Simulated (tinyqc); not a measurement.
Telling the models apart: thermal, flicker and telegraph noise of a field-effect transistor. Computed by tinyqc, a small Python program. Command: `OMP_NUM_THREADS=1 python tinyqc.py 3014373 3014374 out.jsonl noise walk`. One thread of a shared host (Intel(R) Xeon(R) Processor @ 2.30GHz), about 0.01 s of CPU time with the checks.

Strong inversion, threshold roll-off and channel-length modulation left out; noise sources are uncorrelated and are given as one-sided spectral densities.

Inputs (values chosen for the exercise, modelled on a high-k silicon transistor):

| quantity | value | unit |
|---|---|---|
| width W | 0.91 | micrometre |
| length L | 340 | nm |
| electrical oxide thickness t | 2.3 | nm |
| mobility mu | 430 | cm^2/(V s) |
| saturation velocity v_s | 0.8 | 1e7 cm/s |
| oxide trap density N_t | 5.8e+15 | 1/(eV cm^3) |
| oxide barrier phi | 3.2 | eV |
| oxide mass m_ox | 0.44 | m_0 |
| frequency f | 70 | Hz |
| temperature T | 400 | K |

Operating region: saturation. Flicker model: number fluctuation.

Constants: eps_0 = 8.8541878128e-12 F/m; hbar = 1.054571817e-34 J s; m_0 = 9.1093837015e-31 kg; e = 1.602176634e-19 C; k_B = 8.617333262e-05 eV/K.

Method. C_ox = 3.9 eps_0/t; V_c = 2 v_s L/mu; I = W C_ox v_s V_ov^2/(V_ov + V_c); g_m = W C_ox v_s V_ov (V_ov + 2 V_c)/(V_ov + V_c)^2; g_d0 = mu C_ox (W/L) V_ov. Tunnelling length lambda = hbar/(2 sqrt(2 m_ox phi)); flat-band noise S_Vfb = e^2 k_B T lambda N_t/(W L C_ox^2 f). S_I = g_m^2 S_Vfb.

Against the overdrive:

| V_ov (V) | I (microampere) | (g_m/I)^2 (1/V^2) | S_I/I^2 (1/Hz) | S_I/g_m^2 (V^2/Hz) |
|---|---|---|---|---|
| 0.20 | 29.84 | 86.815 | 7.5062e-12 | 8.6461e-14 |
| 0.25 | 45.09 | 53.875 | 4.6581e-12 | 8.6461e-14 |
| 0.32 | 70.61 | 31.575 | 2.7300e-12 | 8.6461e-14 |
| 0.40 | 105.02 | 19.355 | 1.6735e-12 | 8.6461e-14 |
| 0.50 | 154.80 | 11.789 | 1.0193e-12 | 8.6461e-14 |
| 0.63 | 228.91 | 7.006 | 6.0577e-13 | 8.6461e-14 |
| 0.80 | 338.73 | 4.063 | 3.5132e-13 | 8.6461e-14 |
| 1.00 | 482.53 | 2.429 | 2.1001e-13 | 8.6461e-14 |

What follows from these numbers?

S_I/I^2 falls as V_ov^-2.14 at first and V_ov^-2.31 at the end; (g_m/I)^2 as V_ov^-2.14 and V_ov^-2.31. The two run parallel and the input-referred noise is flat: the mark of pure number fluctuation.
